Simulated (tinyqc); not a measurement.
Thin-film resistivity, exact integral against the thick limit.

Fuchs-Sondheimer for a film of thickness d, k = d/lam: rho0/rho = 1 - (3 (1 - ps)/(2 k)) int_1^infinity (t^-3 - t^-5)(1 - exp(-k t))/(1 - ps exp(-k t)) dt; thick limit rho/rho0 = 1 + 3 (1 - ps)/(8 k).

Values chosen for this exercise; metal values close to those of copper: bulk resistivity rho0 = 1.68 uohm cm; bulk mean free path lam = 41 nm; specular share of surface scattering ps = 0.3.

Result of one run:

| k | rho/rho0, exact | thick limit | error of the limit (%) | rho (uohm cm) |
|---|---|---|---|---|
| 0.18780 | 2.4206 | 2.3977 | -0.945 | 4.0666 |

Which film thickness d gave this result: 2, 7.7, 56 or 410 nm?

d = 7.7 nm.

The whole series:

| d (nm) | k | rho/rho0, exact | thick limit | error of the limit (%) | rho (uohm cm) |
|---|---|---|---|---|---|
| 2 | 0.048780 | 5.3554 | 6.3812 | 19.2 | 8.9971 |
| 4 | 0.097561 | 3.4666 | 3.6906 | 6.46 | 5.8239 |
| 7.7 | 0.18780 | 2.4206 | 2.3977 | -0.945 | 4.0666 |
| 15 | 0.36585 | 1.7890 | 1.7175 | -4.00 | 3.0055 |
| 29 | 0.70732 | 1.4247 | 1.3711 | -3.76 | 2.3935 |
| 56 | 1.3659 | 1.2190 | 1.1922 | -2.20 | 2.0479 |
| 110 | 2.6829 | 1.1073 | 1.0978 | -0.853 | 1.8602 |
| 210 | 5.1220 | 1.0540 | 1.0513 | -0.260 | 1.7707 |
| 410 | 10.000 | 1.0270 | 1.0263 | -0.0689 | 1.7253 |

rho/rho0 falls from 5.36 to 1.03. The error of the thick limit goes from 19 through a minimum of -4.0 (at d = 15 nm among the rows listed) to -0.069 %; it stays within 5 % for k of 0.1878 and above among the rows listed. The change of sign at small k is a crossing of two different laws, not agreement.

Computed by the program tinyqc: `OMP_NUM_THREADS=1 python tinyqc.py 2100027 2100028 out.jsonl`, one thread of a shared Intel Xeon 2.30GHz, about 0.01 s for the whole run.
